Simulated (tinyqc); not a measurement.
Thermodynamics of metal silicides: hull, first phase, silicon consumed, nucleation and stability against SiO2: one step, computed by the program tinyqc.

Entropies of formation of the solids are neglected, so heats stand for free energies. Si fractions: M5Si3 0.3750, MSi 0.5000, MSi2 0.6667.

Question. First phase. Effective heat of formation: at the interface the mixture has the Si fraction x_e; the limiting element scales the heat, H_eff = H x_e/x if x_e < x, H (1 - x_e)/(1 - x) otherwise. The rule names the most negative as the first phase; its restriction to congruently melting phases is left out here.

Inputs (values chosen for the exercise, for a model metal):
```
quantity,value,unit
heat of formation of M5Si3,-72.9,kJ/mol atoms
heat of formation of MSi,-66.6,kJ/mol atoms
heat of formation of MSi2,-48.4,kJ/mol atoms
Si fraction x_e at the lowest liquidus,0.46,-
```

Phases: M5Si3, MSi, MSi2.

Give: H_eff; most negative H_eff.

Answer.

H_eff (kJ/mol atoms): M5Si3 -62.9856, MSi -61.2720, MSi2 -33.3960

most negative H_eff = -62.9856 kJ/mol atoms

The rule picks M5Si3, ahead of MSi by 1.7 kJ/mol. The rule is empirical and ignores nucleation barriers.
